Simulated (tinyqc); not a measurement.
# Slope factor and drain-induced lowering from three currents

Question. With source and body at 0 V, I = A exp((Vg + dd Vd)/(nf Vt)) (1 - exp(-Vd/Vt)). Find nf, the swing nf Vt ln 10 and dd.

Values chosen for this exercise:

| symbol | value | unit | meaning |
|---|---|---|---|
| T | 330 | K | temperature |

Constants: q = 1.602176634e-19 C, kB = 1.380649e-23 J/K, Vt = kB T/q. Results are converted to the units shown.

currents at (Vg, Vd) = (0, 0.05), (0, 0.9) and (0.07, 0.9) V (nA/um): [0.021607479, 0.37816295, 2.7978236]

Solution. The pair at equal Vd gives nf; the pair at equal Vg, after dividing out the factors 1 - exp(-Vd/Vt), gives dd.

nf = 1.23
swing = 80.5 mV/decade
dd = 0.110

Numbers from tinyqc (`OMP_NUM_THREADS=1 python tinyqc.py 2242126 2242127 out.jsonl`; about 0.03 s on one thread of a shared Intel Xeon 2.30GHz).
